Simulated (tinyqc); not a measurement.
Hubbard chain of 6 sites, step by step. Computed by tinyqc, a small Python program that keeps every step. Settings: hopping = 1.16, U = 8.6, mixing = 0.5, iteration cap = 76. Command: `OMP_NUM_THREADS=1 python tinyqc.py 31433 31434 out.jsonl` (the two numbers bound the seeds that draw the settings). One thread of a shared host (Intel(R) Xeon(R) Processor @ 2.60GHz), about 0.2 s of CPU time with the checks. Later iterations appear only in the table of the cycle.

## Mean-field iteration 1

one-body matrix (hopping and site energies) (eV), lower triangle:
```
           1          2          3          4          5         6
1   0.000000
2  -1.160000   0.000000
3   0.000000  -1.160000   0.000000
4   0.000000   0.000000  -1.160000   0.000000
5   0.000000   0.000000   0.000000  -1.160000   0.000000
6   0.000000   0.000000   0.000000   0.000000  -1.160000  0.000000
```

U = 8.600000 eV

electrons, up and down: 3  3

mixing = 0.500000

n(up) at the start (a guess, not normalised): 1 0.950000, 2 0.050000, 3 0.950000, 4 0.050000, 5 0.950000, 6 0.050000

n(down) at the start (a guess): 1 0.050000, 2 0.950000, 3 0.050000, 4 0.950000, 5 0.050000, 6 0.950000

H(up) = T + U n(down), H(down) = T + U n(up); fill the lowest levels; n(new) = n + mixing (n(out) - n); E = tr T (rho up + rho down) + U sum n_up n_down of the output.

levels, up (eV): -0.098413  0.168505  0.395719  8.204281  8.431495  8.698413

levels, down (eV): -0.098413  0.168505  0.395719  8.204281  8.431495  8.698413

energy = -1.539841 eV

n(up) after iteration 1: 1 0.965050, 2 0.044321, 3 0.956218, 4 0.043782, 5 0.955679, 6 0.034950

n(down) after iteration 1: 1 0.034950, 2 0.955679, 3 0.043782, 4 0.956218, 5 0.044321, 6 0.965050

## Mean-field iteration 2

As before.

levels, up (eV): -0.153238  0.091878  0.308158  8.291842  8.508122  8.753238

levels, down (eV): -0.153238  0.091878  0.308158  8.291842  8.508122  8.753238

energy = -1.541135 eV

n(up) after iteration 2: 1 0.972977, 2 0.040882, 3 0.959743, 4 0.040257, 5 0.959118, 6 0.027023

n(down) after iteration 2: 1 0.027023, 2 0.959118, 3 0.040257, 4 0.959743, 5 0.040882, 6 0.972977

## Convergence

Each step fills the lowest levels of T + U n(other spin) and sets n(new) = n + mixing (n(out) - n); stop when output and input agree to 1e-8.

Course of the cycle:
```
iteration       E (eV)  largest |n(out) - n(in)|  mean |n_up - n_down|
1          -1.53984100                  3.01e-02              0.935930
2          -1.54113477                  1.59e-02              0.937819
3          -1.54152120                  8.35e-03              0.938842
4          -1.54163836                  4.40e-03              0.939404
5          -1.54167420                  2.32e-03              0.939715
6          -1.54168523                  1.23e-03              0.939888
7          -1.54168864                  6.48e-04              0.939984
8          -1.54168969                  3.43e-04              0.940038
9          -1.54169002                  1.82e-04              0.940068
10         -1.54169012                  9.69e-05              0.940084
11         -1.54169015                  5.16e-05              0.940094
...                ...                       ...                   ...
16         -1.54169017                  2.79e-06              0.940105
17         -1.54169017                  1.57e-06              0.940105
18         -1.54169017                  8.81e-07              0.940105
19         -1.54169017                  4.95e-07              0.940105
20         -1.54169017                  2.77e-07              0.940105
21         -1.54169017                  1.56e-07              0.940105
22         -1.54169017                  8.72e-08              0.940105
23         -1.54169017                  4.88e-08              0.940105
24         -1.54169017                  2.74e-08              0.940105
25         -1.54169017                  1.53e-08              0.940105
26         -1.54169017                  8.58e-09              0.940105
```

local moments n_up - n_down: 1 0.963626, 2 -0.927998, 3 0.928692, 4 -0.928692, 5 0.927998, 6 -0.963626

Converged in 26 iterations. Before convergence this energy mixes input and output and is not variational, so it may rise towards its limit.

## Exact diagonalisation (400 states)

Lowest levels of the sector, and the double occupancy of the lowest state.

lowest levels (eV): -2.194158  -1.907006  -1.572714  -1.441013  -1.338849  -1.251181

double occupancy per site = 0.037382

The mean-field solution above lies 0.6525 eV above the exact energy.

## The lowest level by Lanczos steps

From a random start vector (not printed): a_j = <q_j|H|q_j>, b_j = norm of the remainder after orthogonalising; the Ritz value is the lowest eigenvalue of the tridiagonal matrix of a and b so far.

Lanczos:
```
j    a_j (eV)  b_j (eV)  lowest Ritz value (eV)
1   10.338670  6.947421             10.33867007
2   10.571013  8.083204              3.50644987
3   12.024087  9.540069              0.24354696
4   14.816147  6.130124             -1.58445079
5   12.462092  6.209434             -1.97125929
6   14.138443  7.705154             -2.05906254
7   12.854064  9.535961             -2.09579679
8   13.087184  6.667296             -2.14224419
9   13.078641  5.312326             -2.17590477
10  14.648857  6.759272             -2.18355352
```
